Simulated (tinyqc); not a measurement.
The internal displacement: deformation potentials from a strained empirical pseudopotential.

Diamond lattice, no spin-orbit coupling. Atomic form factor V(q) = a1 (q^2 - a2)/(a3 exp(a4 q^2) - 1) in rydberg with q in 1/bohr, for the unstrained cell. Under a strain e the reciprocal vectors and k go over into (1 + e)^(-1) G, the atoms sit at +/- tau with tau = (1 + e) a (1,1,1)/8 - zeta a (eyz, ezx, exy)/4, and H(G,G') = c |k + G|^2 delta + (V(q)/det(1 + e)) cos(q.tau), q = G - G', with the term q = 0 left out; c = hbar^2/2m0. The basis is fixed before straining: all G with |k + G|^2 up to 16 (2 pi/a)^2. k is given in units of 2 pi/a of the unstrained cell.

Constants: hbar^2/2m0 = 3.80998211 eV angstrom^2; Ry = 13.60569312 eV; a0 (Bohr radius) = 0.5291772105 angstrom.

Values chosen for the exercise (out of a larger set: near those of Si; not measured data): a = 5.422 angstrom (lattice constant); A = (0.536, 2.209, 2.064, 0.484) (a1 (Ry bohr^2), a2 (1/bohr^2), a3, a4 (bohr^2)); h = 0.001 (size of the test strain).

Xu of L (level 5, the lowest empty one) and d from exy = eyz = ezx = h for several zeta: Xu = [E(L [111]) - E(L [1-1-1])]/((8/3) h), d = (single valence level - pair)/(3 sqrt(3) h). zeta = 0 strains the bonds with the lattice; zeta = 1 keeps all four bond lengths equal to first order.

Results:

| zeta | Xu (L) (eV) | d (eV) |
|---|---|---|
| 0.00 | 11.05 | 0.79 |
| 0.25 | 11.49 | -1.53 |
| 0.50 | 11.93 | -3.85 |
| 0.75 | 12.37 | -6.17 |
| 1.00 | 12.82 | -8.49 |

Give the missing row, zeta = 0.60.

Computed row:
```
zeta  Xu (L) (eV)  d (eV)
0.60        12.11   -4.78
```

From zeta = 0 to 1, d goes from 0.79 to -8.49 eV and Xu (L) from 11.05 to 12.82 eV, both nearly linearly: the displacement is an optical-phonon mode, and d = d(0) - zeta d0/4 gives its deformation potential d0 = 37 eV. Leaving the relaxation out (zeta = 0 for 0.5) moves d by +4.64 eV, which reverses its sign, and Xu (L) by -0.88 eV. Tetragonal strain has no such freedom.

Program tinyqc; command `OMP_NUM_THREADS=1 python tinyqc.py 1881195 1881196 out.jsonl`; about 0.2 s on one thread of a shared Intel(R) Xeon(R) Processor @ 2.30GHz.
